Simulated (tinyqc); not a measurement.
What each parameter does: heterojunction of two tight-binding chains.

Left chain: hopping -t1, sites at 2 t1 (band bottom 0). Right chain: hopping -t2, sites at dE + 2 t2 (bottom dE). t = c/(m a^2), c = hbar^2/2m0. The bond across the interface is -tc with tc = f sqrt(t1 t2), and the last left site has the extra energy U. In a chain E = bottom + 2t (1 - cos(ka)); the surface Green function of a half chain is g = -exp(ika)/t, with Im k > 0 where cos(ka) > 1.

Constants: hbar^2/2m0 = 3.80998211 eV angstrom^2.

Parameters, chosen for this exercise (masses and offset of the size met at Si / SiGe; not measured data):
- a = 2.8 angstrom (site spacing)
- m1 = 0.174 m0 (mass on the left)
- m2 = 0.195 m0 (mass on the right)
- dE = 0.18 eV (band offset)
- f = 0.81 (factor on the interface hopping)
- U = 0.5 eV (extra energy on the last left site)
- E = 0.43 eV (electron energy)

T = 4 Im(S1) Im(S2) |G|^2 with G = 1/(E - 2 t1 - U - S1 - S2), S1 = -t1 exp(i k1 a), S2 = -(tc^2/t2) exp(i k2 a).

One parameter was then changed.

Results before and after:
```
case          T    k1 a    k2 a
base     0.5470  0.3949  0.3181
changed  0.3874  0.3949  0.3181
```

Which of these changes was made? (a) m2 = 0.234 m0; (b) f = 0.729; (c) m1 = 0.2088 m0; (d) dE = 0.13 eV; (e) U = 0.7 eV; (f) a = 2.24 angstrom.

Answer: (b) f = 0.729. Of the candidates, run in turn, only this one gives the changed row.

All candidates:
```
case                    T    k1 a    k2 a
base               0.5470  0.3949  0.3181
m1 = 0.2088 m0     0.5385  0.4332  0.3181
m2 = 0.234 m0      0.5689  0.3949  0.3487
dE = 0.13 eV       0.5689  0.3949  0.3487
f = 0.729          0.3874  0.3949  0.3181
U = 0.7 eV         0.4850  0.3949  0.3181
a = 2.24 angstrom  0.4979  0.3152  0.2541
```

Program tinyqc; command `OMP_NUM_THREADS=1 python tinyqc.py 1450249 1450250 out.jsonl`; about 0.01 s on one thread of a shared Intel(R) Xeon(R) Processor @ 2.30GHz.
